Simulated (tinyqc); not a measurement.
Capacitance measurement on a leaky thin oxide: effects of series resistance and leakage: one step of the calculation.

The device is a capacitance C in parallel with a leakage conductance G, in series with Rs and Ls. An impedance meter reports either a parallel pair (Cp, Gp) from Y = 1/Z = Gp + i w Cp or a series pair (Cs, Rm) from Z = Rm + 1/(i w Cs); w = 2 pi f, dissipation D = Gp/(w |Cp|).

Question. True capacitance and conductance. EOT = 3.9 tox/eox; CET = EOT + zc + zp; C = 3.9 eps0 A/CET; G = Jg A/Vs.

Parameters, values chosen for the exercise; values of the order met in thin-oxide MOS capacitors:
```
symbol,value,unit,meaning
eox,7.29,,relative permittivity of the gate insulator (close to silicon nitride)
tox,4.7,nm,insulator thickness
A,10000,um^2,gate area
zc,0.44,nm,oxide-equivalent thickness added by the accumulation layer
zp,0,nm,oxide-equivalent thickness added by gate depletion
Jg,0.00027,A/cm^2,"gate leakage current density, not matched to the thickness"
Vs,0.43,V,voltage for an e-fold rise of the leakage
```

Constants: eps0 = 8.8541878128e-14 F/cm where lengths are in cm. Results are converted to the units shown.

Wanted: EOT; CET; C; G.

Answer.

EOT = 2.5144 nm
CET = 2.9544 nm
C = 116.88 pF
G = 0.062791 uS

Numbers from tinyqc (`OMP_NUM_THREADS=1 python tinyqc.py 2022003 2022004 out.jsonl`; about 0.01 s on one thread of a shared Intel Xeon 2.30GHz).
